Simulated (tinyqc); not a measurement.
Changing the surface binding energy U: physical sputtering: collision-cascade yield, angular dependence, faceting and resputtering in deposition. Computed by tinyqc, a small Python program. Command: `OMP_NUM_THREADS=1 python tinyqc.py 3023184 3023185 out.jsonl sputter sweep`. One thread of a shared host (Intel(R) Xeon(R) Processor @ 2.30GHz), about 0.01 s of CPU time with the checks.

Ions start collision cascades; atoms that reach the surface with more than U leave. The target is amorphous or fine-grained.

Inputs (values chosen for the exercise, modelled on argon ions on tantalum): ion Z1 = 18; ion mass M1 = 39.95 u; target Z2 = 73; target mass M2 = 180.9 u; target density N = 55.5 1/nm^3; fit factor Q = 0.58; ion energy E = 230 eV; current density J = 0.32 mA/cm^2.

Constants: e = 1.602176634e-19 C.

Method. gamma = 4 M1 M2/(M1 + M2)^2; threshold E_th = 6.7 U/gamma for M1 >= M2, else U (1 + 5.7 M1/M2)/gamma. eps = 0.03255 M2 E/(Z1 Z2 (M1 + M2) z), z = (Z1^(2/3) + Z2^(2/3))^(1/2), E in eV; s_n = 3.441 sqrt(eps) ln(eps + 2.718)/(1 + 6.355 sqrt(eps) + eps (6.882 sqrt(eps) - 1.708)); S_n = 84.78 Z1 Z2 M1 s_n/((M1 + M2) z) in eV angstrom^2; alpha = 0.249 (M2/M1)^0.56 + 0.0035 (M2/M1)^1.5 for M1 <= M2, else 0.0875 (M2/M1)^(-0.15) + 0.165 M2/M1; Y0 = 0.042 Q alpha S_n/U [1 - sqrt(E_th/E)]^2.5 (the electronic-loss factor of the full formula is dropped). Erosion rate = Y0 J/(e N); 1 cm^2 = 1e14 nm^2.

One run for each value:
```
surface binding energy U (eV)  yield Y0 (atoms per ion)  threshold E_th (eV)  erosion rate (nm/min)
2                                                 1.638                 7.62                  35.38
3                                                 0.961                11.43                  20.75
4                                                 0.643                15.24                  13.89
5                                                 0.464                19.06                  10.01
6                                                 0.350                22.87                   7.56
8                                                 0.218                30.49                   4.71
9                                                 0.178                34.30                   3.84
10                                                0.147                38.11                   3.17
```

Give the missing row, surface binding energy U (eV) = 7.

Computed row:
```
surface binding energy U (eV)  yield Y0 (atoms per ion)  threshold E_th (eV)  erosion rate (nm/min)
7                                                 0.273                26.68                   5.90
```

Interpolating between the two neighbouring rows (linearly) misses most in erosion rate (nm/min), by 4.0 %. Over the rows, yield Y0 (atoms per ion) falls from 1.64 to 0.147 (exponent d ln y / d ln x -1.3 between the first rows and -1.8 between the last); threshold E_th (eV) rises from 7.62 to 38.1 (exponent d ln y / d ln x about 1.00 throughout); erosion rate (nm/min) falls from 35.4 to 3.17 (exponent d ln y / d ln x -1.3 between the first rows and -1.8 between the last). The exponent of threshold E_th stays at 1: the threshold scales with U. U acts twice, as the divisor and through the threshold.

Caution (rows 8.00, 9.00, 10.0): within a few times the threshold, cascades are short and these fits are rough.
